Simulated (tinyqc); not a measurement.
Against the doping: grain-boundary trapping model (Seto) of a polycrystalline semiconductor film. Computed by tinyqc, a small Python program. Command: `OMP_NUM_THREADS=1 python tinyqc.py 3021915 3021916 out.jsonl poly walk`. One thread of a shared host (Intel(R) Xeon(R) Processor @ 2.30GHz), about 0.01 s of CPU time with the checks.

Grains of equal size L are joined by thin boundaries with one trap level. Trapped carriers deplete a width W on each side and raise a barrier, crossed by thermionic emission. Dopants are fully ionised, statistics are non-degenerate and mu_g does not depend on T.

Inputs (values chosen for the exercise, modelled on polycrystalline ZnO):
```
quantity                                     value        unit
permittivity eps                               8.3           -
effective mass m                              0.26         m_0
effective density of states at 300 K, N_c  3.5e+18      1/cm^3
grain size L                                   200          nm
trap density Q_t                           1.6e+12      1/cm^2
trap level E_t below the band edge            0.27          eV
mobility inside the grains mu_g                100  cm^2/(V s)
temperature T                                  400           K
```

Grain interior: resistance included.

Constants: e = 1.602176634e-19 C; eps_0 = 8.8541878128e-12 F/m; k_B = 8.617333262e-05 eV/K; m_0 = 9.1093837015e-31 kg; k_B = 1.380649e-23 J/K.

Method:
- If all traps fill, the grain is just depleted at N* = Q_t/L, with the barrier e Q_t L/(8 eps eps_0).
- N_c(T) = N_c (T/300 K)^(3/2). Filled traps Q = Q_t/(1 + (1/2) exp((E_t* - E_F)/k_B T)), where E_t* = e V_B - E_t and E_F are counted from the band edge at the grain centre. Partial depletion: Q = 2 N W, V_B = e N W^2/(2 eps eps_0), E_F = k_B T ln(N/N_c); solve for W. If that W would exceed L/2 the grain is fully depleted: W = L/2, Q = N L, and E_F follows from the trap equation. Centre density n_0 = N_c exp(E_F/k_B T).
- Boundary: sigma_b = L e^2 n_0 exp(-e V_B/k_B T)/sqrt(2 pi m k_B T); drift through the grain, depleted parts included: rho_g = [(1 - 2W/L) + (2W/L) int_0^1 exp(y^2 s^2) ds]/(e n_0 mu_g); rho = 1/sigma_b + rho_g. Mean carrier density n_av = n_0 [(1 - 2W/L) + (2W/L) (sqrt(pi)/2) erf(y)/y], y = sqrt(e V_B/k_B T); effective mobility 1/(e n_av rho).

N* = 8.00e+16 1/cm^3

The same film:
```
N (1/cm^3)  W (nm)  V_B (V)  mean density (1/cm^3)  mobility (cm^2/(V s))  rho (ohm cm)
2.40e+15    100.00  0.02616             5.6136e+13                 90.874    1.2235e+03
8.00e+15    100.00  0.08721             8.0969e+14                 52.086    1.4800e+02
2.00e+16     82.27  0.14757             1.0569e+16                 18.030    3.2753e+01
4.00e+16     59.52  0.15448             2.6130e+16                 15.567    1.5344e+01
6.40e+16     47.57  0.15788             4.6131e+16                 15.018    9.0095e+00
9.60e+16     39.03  0.15943             7.3934e+16                 15.191    5.5573e+00
1.60e+17     30.13  0.15832             1.3168e+17                 16.641    2.8483e+00
3.20e+17     20.40  0.14520             2.8280e+17                 24.290    9.0861e-01
8.00e+17      9.85  0.08456             7.6460e+17                 68.400    1.1934e-01
3.20e+18      2.50  0.02177             3.1859e+18                 94.789    2.0668e-02
```

The barrier peaks among these rows at N = 9.6e16 (0.159 V) and the mobility has its minimum at 6.4e16; N* is 8.0e16. While the grain is fully depleted (W = L/2) V_B grows as N; once all traps are filled it falls as 1/N (last exponent -0.98). From 2.0e16 to 3.2e17 it is pinned, because the trap level has met E_F and the traps fill only in part. Partly depleted rows (W < L/2) with e V_B below 2 k_B T stretch the depletion approximation. Where N approaches N_c the non-degenerate statistics fail. rho drops most steeply, as N^-2.2, between 3.2e17 and 8.0e17.

Extremes, crossings and ranges named in words are read from the listed rows.
